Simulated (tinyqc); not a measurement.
# Small-signal admittance of a forward-biased p+-n diode: effects of single changes

Holes injected into a neutral base of width wb with an ohmic contact at its end; low injection, p0 far above the equilibrium density. A small voltage v exp(i w t), w = 2 pi f, modulates the edge density by p0 v/Vt, and the small-signal density obeys Dp d2p/dx2 = (1/tau + i w) p.

Values chosen for this exercise; permittivity close to that of silicon: temperature T = 350 K; relative permittivity eps_r = 11.7; donor density of the base Nd = 1.1e17 cm^-3; hole diffusion coefficient Dp = 6.9 cm^2/s; hole lifetime tau = 2e-7 s; width of the neutral base wb = 22 um; excess hole density at the junction edge p0 = 3.1e13 cm^-3; acceptor density of the p+ side Na = 1e19 cm^-3; series resistance Rs = 0.00017 ohm cm^2; signal frequency f = 1.1e5 Hz.

Constants: q = 1.602176634e-19 C, kB = 1.380649e-23 J/K, Vt = kB T/q, eps0 = 8.8541878128e-14 F/cm where lengths are in cm. Results are converted to the units shown.

Each table varies one quantity; the others keep the values above.

## Admittance against frequency

L = sqrt(Dp tau); direct current J = (q Dp p0/L) coth(wb/L); k = sqrt(1 + i w tau)/L; diffusion admittance Y = (q Dp p0/Vt) k coth(k wb) = G + i w C_diff; junction capacitance C_j = sqrt(q eps0 eps_r Nd/(2 Vr)) in the depletion approximation, with the remaining barrier Vr = Vt ln(Na/p0), a rough value under forward bias; base-width modulation is left out. Measured admittance 1/[Rs + 1/(Y + i w C_j)].

The same in every row: C_j (uF/cm^2) = 0.1545.

Admittance against frequency:
```
f (Hz)     w tau  G (S/cm^2)  C_diff (uF/cm^2)  measured G (S/cm^2)  measured C (uF/cm^2)  phase of the measured Y (degrees)
3000    0.003770       1.014           0.08345                1.014                0.2378                             0.2533
10000    0.01257       1.014           0.08345                1.014                0.2378                             0.8444
50000    0.06283       1.014           0.08344                1.014                0.2378                              4.214
2e5       0.2513       1.018           0.08327                1.018                0.2377                              16.35
8e5        1.005       1.072           0.08074                1.072                0.2351                              47.78
3e6        3.770       1.506           0.06217                1.508                0.2165                              69.72
1e7        12.57       2.523           0.03708                2.546                0.1914                              78.04
6e7        75.40       5.978           0.01565                6.669                0.1698                              84.05
2e8        251.3       10.86          0.008611                17.94                0.1623                              84.97
```

Read the table: what changes, and by how much?

G starts at J/Vt = 1.01 S/cm^2 and C_diff at (J tau/(2 Vt))(1 - 2 x/sinh 2x) = 0.0835 uF/cm^2, x = wb/L = 1.87. Between the last two rows G goes as f^(0.50) and C_diff as f^(-0.50); the limits are 1/2 and -1/2, reached when the signal penetrates only sqrt(Dp/w). The measured C is 0.034 % below C_diff + C_j in the first row and 0.49 % below it in the last, the difference being due to Rs.

## Effect of the excess hole density at the junction edge

Same model as above.

The same in every row: w tau = 0.1382.

Effect of the excess hole density at the junction edge:
columns A: p0 (cm^-3); B: G (S/cm^2); C: C_diff (uF/cm^2); D: C_j (uF/cm^2); E: measured G (S/cm^2); F: measured C (uF/cm^2); G: phase of the measured Y (degrees)
```
A            B         C       D         E       F      G
1e10  3.275e-4  2.690e-5  0.1209  3.287e-4  0.1209  89.77
1e11  0.003275  2.690e-4  0.1282  0.003276  0.1285  87.89
1e12   0.03275  0.002690  0.1370   0.03275  0.1397  71.27
1e13    0.3275   0.02690  0.1480    0.3275  0.1749  20.26
1e14     3.275    0.2690  0.1621     3.273  0.4307  5.196
1e15     32.75     2.690  0.1813     32.57   2.840  3.449
1e16     327.5     26.90  0.2093     310.3   24.33  3.102
```

What does the table show?

As p0 goes from 1e10 to 1e16, G rises from 3.27e-4 to 327 S/cm^2, C_diff rises from 2.69e-5 to 26.9 uF/cm^2 and the measured C rises from 0.121 to 24.3 uF/cm^2. C_diff exceeds C_j for p0 = 1e14, 1e15, 1e16.

tinyqc, about 0.01 s, one thread, Intel Xeon 2.30GHz (shared host): `OMP_NUM_THREADS=1 python tinyqc.py 2890194 2890195 out.jsonl`
